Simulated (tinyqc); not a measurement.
Wavelength: periodic multilayer mirror for extreme ultraviolet light.

s polarisation, vacuum above. q_j = sqrt(N_j^2 - sin^2 theta); interface r_jk = (q_j - q_k)/(q_j + q_k) exp(-2 (2 pi/lam)^2 q_j q_k sg^2) (Nevot-Croce; sg = 0 if not given); phase factor of a layer x_j = exp(4 pi i q_j d_j/lam). Each period has the spacer (thickness (1 - Gm) L) on top of the absorber (Gm L). In this recursion R is the amplitude; R in tables and results is the reflectance, its squared modulus. The substrate is of the spacer material. Starting with R = 0 in it, each interface upward gives R -> (r + R x)/(1 + r R x), x that of the layer below the interface (1 for the substrate).

Values chosen for the exercise (optical constants near those of Mo and Si at 13.5 nm; the results hold for these values, not for the real material):
- dA = (0.0756, 0.00622) (delta and beta of the absorber, N = 1 - delta + i beta)
- dS = (0.0011, 0.00197) (delta and beta of the spacer and the substrate)
- L = 6.98 nm (period)
- Gm = 0.45 (absorber share of the period)
- theta = 6 degrees (angle from the normal)
- sg = 0.4 nm (interface roughness)
- Np = 60 (periods)

The optical constants are held fixed.

Reflectance:

| lam (nm) | R |
|---|---|
| 12.9 | 0.091 |
| 13.0 | 0.192 |
| 13.1 | 0.382 |
| 13.2 | 0.575 |
| 13.3 | 0.659 |
| 13.4 | 0.699 |
| 13.5 | 0.713 |
| 13.6 | 0.695 |
| 13.7 | 0.562 |
| 13.8 | 0.176 |
| 13.9 | 0.150 |
| 14.0 | 0.071 |
| 14.1 | 0.077 |
| 14.2 | 0.028 |
| 14.3 | 0.053 |

The largest value listed is 0.713 at 13.5 nm, against lam_B = 2 L Re(mean q) = 13.397 nm; the peak lies on the long side, where the nodes of the standing wave fall in the absorber. R exceeds half of that from 13.1 to 13.7 nm of the wavelengths listed, at least 4.4 % of the wavelength; a chain of ten mirrors narrows it, since R^10 falls to half where R has lost only 7 %.

(tinyqc, `OMP_NUM_THREADS=1 python tinyqc.py 1681797 1681798 out.jsonl`, Intel(R) Xeon(R) Processor @ 2.30GHz, 1 thread, shared host, about 0.01 s.)
